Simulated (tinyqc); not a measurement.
Errors against cell size: correction of a charged-defect supercell by a model charge and potential alignment (plane-averaged potentials). Computed by tinyqc, a small Python program. Command: `OMP_NUM_THREADS=1 python tinyqc.py 3114347 3114348 out.jsonl align walk`. One thread of a shared host (Intel(R) Xeon(R) Processor @ 2.30GHz), about 0.01 s of CPU time with the checks.

The "true" defect charge is (1 - x) q in a Gaussian of width sigma plus x q in one of width sigma_t, so the exact answer is known; the correction sees only a single model Gaussian of width sigma_m. A Gaussian of width s has the transform rho(G) = exp(-G^2 s^2/2), normalised to 1. A uniform background cancels q, so G = 0 is left out. Potentials are those felt by a unit positive charge. E_0 is the formation energy of the isolated defect, E_cell its value in the supercell, E_lat = E_iso - E_per of the model charge, C the true less the model potential far from the defect; the exact correction is E_0 - E_cell, and the error of a scheme is E_cell plus its correction less E_0.

Inputs (values chosen for the exercise, with screening close to that of diamond): defect charge q = 2 e; dielectric constant eps = 5.72; edge of the cubic cell L = 19.3 angstrom; width sigma of the true defect charge = 1.4 angstrom; width sigma_m of the model charge = 1.2 angstrom; share x of the charge in a wide tail = 0; width sigma_t of the tail = 2.8 angstrom.

Constants: e^2/(4 pi eps_0) = 14.39964548 eV angstrom.

Method:
- Periodic energy E_per = (2 pi q^2/(eps L^3)) (e^2/(4 pi eps_0)) sum_(G != 0) rho(G)^2/G^2, G = (2 pi/L)(n1, n2, n3), |n_i| <= 16. Isolated energy: two Gaussians of charges q_a, q_b and widths a, b interact by q_a q_b (e^2/(4 pi eps_0 eps)) sqrt(2/pi)/sqrt(a^2 + b^2), and the self-energy is half the sum over pairs.
- Plane-averaged potential at distance z from the defect: V(z) = (4 pi q/(eps L^3)) (e^2/(4 pi eps_0 e)) sum_(m != 0) rho(G_m) cos(G_m z)/G_m^2, G_m = 2 pi m/L, |m| <= 40.
- Schemes: none; point-charge term alpha q^2 e^2/(4 pi eps_0 eps 2 L), alpha = 2.837297; E_lat of the model; E_lat - q C with C at z = L/2.

Error against E_0 (meV):
```
L (angstrom)     none  point charge  model charge  model and alignment
13.5          -1007.8        50.402        13.372           2.6412e-04
16.4           -842.9        28.114         7.459           5.0175e-07
19.3           -722.9        17.250         4.576           3.6238e-10
23.2           -605.8         9.931         2.635           2.4147e-12
```

Between the last two rows the uncorrected error scales as L^-0.96 and the point-charge remainder as L^-3.00. With alignment the error is 0.0 meV in the smallest cell and 0.00 meV in the largest.

Extremes, crossings and ranges named in words are read from the listed rows.
